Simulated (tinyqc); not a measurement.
Comparisons within one model: smearing for a one-band metal on the bcc lattice. A value that a table varies takes the place of the one given here.

Lattice vectors (units of a): a1 = (-1/2, 1/2, 1/2), a2 = (1/2, -1/2, 1/2), a3 = (1/2, 1/2, -1/2). E(k) = -t A_1(k) - t2 A_2(k), A_m the sum of cos(k . R) over the 8 nearest and 6 second lattice vectors. Mesh k = sum (j_i/N) b_i, j_i = 0 .. N-1.

With x = (E_k - mu)/sigma: Fermi-Dirac f = 1/(1 + exp(x)), s = -f ln f - (1 - f) ln(1 - f); Gaussian f = erfc(x)/2, s = exp(-x^2)/(2 sqrt(pi)); Methfessel-Paxton (first order) f = erfc(x)/2 - x exp(-x^2)/(2 sqrt(pi)), s = (1 - 2 x^2) exp(-x^2)/(4 sqrt(pi)); cold (Marzari-Vanderbilt) with y = x + 1/sqrt(2), f = erfc(y)/2 + exp(-y^2)/sqrt(2 pi), s = y exp(-y^2)/sqrt(2 pi). With weights w = points/N^d (d the dimension), mu solves 2 sum w f = ne; E = 2 sum w f E_k, S = 2 sum w s, F = E - sigma S.

With x = (E_k - mu)/sigma: Gaussian f = erfc(x)/2, s = exp(-x^2)/(2 sqrt(pi)); Methfessel-Paxton (first order) f = erfc(x)/2 - x exp(-x^2)/(2 sqrt(pi)), s = (1 - 2 x^2) exp(-x^2)/(4 sqrt(pi)). With weights w = points/N^d (d the dimension), mu solves 2 sum w f = ne; E = 2 sum w f E_k, S = 2 sum w s, F = E - sigma S.

With x = (E_k - mu)/sigma: Fermi-Dirac f = 1/(1 + exp(x)), s = -f ln f - (1 - f) ln(1 - f). With weights w = points/N^d (d the dimension), mu solves 2 sum w f = ne; E = 2 sum w f E_k, S = 2 sum w s, F = E - sigma S.

Inputs chosen for the exercise: t = 1.05 eV (nearest hopping); t2 = 0.09 eV (second hopping); ne = 1.6 (electrons per cell); N = 4 (unshifted mesh); sigma = 0.315 eV (width).

## Error of each scheme against the width

All on the dense mesh N = 40. The reference is F of first-order Methfessel-Paxton smearing with sigma = 0.05 t on the mesh N = 40; it moves by 0.04 meV on the mesh N = 50; in three dimensions such meshes can agree by chance and the reference may be off by about 1 meV, so smaller errors are not resolved.

Errors (meV per cell):
```
sigma (eV)     FD F  FD (E+F)/2  Gauss F  Gauss (E+F)/2  MP F  cold F
0.105         -2.90        0.01    -0.43           0.02  0.02    0.01
0.158         -6.55        0.03    -0.99           0.02  0.02    0.01
0.210        -11.69        0.14    -1.76           0.01  0.01    0.02
0.315        -26.76        0.84    -3.97          -0.01  0.00    0.22
0.420        -48.61        2.00    -7.06           0.01  0.03    0.66
0.630       -112.58        2.58   -15.93           0.12  0.27    2.84
0.840       -200.78       -2.97   -28.53           0.55  1.15    9.12
```

reference = -1.62207 eV

What can be read from the table?

Doubling sigma from 0.210 to 0.420 eV multiplies the error of F by 4.2 (Fermi-Dirac) and 4.0 (Gaussian); a pure sigma^2 term would give 4. At the smallest width Fermi-Dirac errs 6.8 times as much as Gaussian, against 2 pi^2/3 = 6.6 for the ratio of the sigma^2 terms at equal sigma. At the largest width the sizes of the errors rank Gauss (E+F)/2 0.5, MP F 1.2, FD (E+F)/2 3.0, cold F 9.1, Gauss F 28.5, FD F 200.8 meV; below about 1 meV this order, and the ratios at the smallest width, carry the noise of the mesh.

## Mesh against width

Gaussian smearing, (E + F)/2. The reference is F of first-order Methfessel-Paxton smearing with sigma = 0.05 t on the mesh N = 40; it moves by 0.04 meV on the mesh N = 50; in three dimensions such meshes can agree by chance and the reference may be off by about 1 meV, so smaller errors are not resolved.

Errors (meV per cell):
```
N   sigma = 0.05 t  sigma = 0.15 t  sigma = 0.4 t
4          -106.22         -106.80        -108.24
6           -13.02          -13.19         -10.86
8            23.07           20.58          15.21
12            3.88            3.47           2.37
16           -1.50           -1.61          -1.68
24           -0.34           -0.37          -0.12
```

reference = -1.62207 eV

How do the results move?

First N from which the value stays within 2 meV of its last entry (which need not be the best one): 16 for sigma = 0.05 t, 16 for sigma = 0.15 t, 16 for sigma = 0.4 t. At the last mesh the errors are -0.34, -0.37 and -0.12 meV. By this 2 meV bar the wider smearing does not converge sooner. The smallest error belongs to 0.05 t on 2, 0.15 t on 0, 0.4 t on 4 of the 6 meshes.

## What moves the results of Fermi-Dirac smearing

All sums formed anew. Each row changes one parameter from the base and keeps the others.

Results:
```
case             mu (eV)   E (eV)       S   F (eV)
base              2.7525  -1.7267  0.0362  -1.7381
N = 8             2.2505  -1.5788  0.2041  -1.6431
sigma = 0.63 eV   2.5420  -1.6261  0.2375  -1.7758
ne = 1.7          3.7277  -1.3259  0.2237  -1.3964
t2 = 0.195 eV     2.5960  -1.6261  0.0485  -1.6414
t = 1.155 eV      3.1603  -1.9087  0.0331  -1.9192
```

How do the results move?

The largest shifts from the base row, up to three for each result and ties (the steps differ in size, so this ranks the rows, not the parameters). mu (eV): ne +0.9753, N -0.5020, t +0.4078. E (eV): ne +0.4008, t -0.1820, N +0.1479. S: sigma +0.2013, ne +0.1875, N +0.1678. F (eV): ne +0.3417, t -0.1810, t2 +0.0967.

Program tinyqc; command `OMP_NUM_THREADS=1 python tinyqc.py 1651695 1651696 out.jsonl`; about 0.2 s on one thread of a shared Intel(R) Xeon(R) Processor @ 2.30GHz.
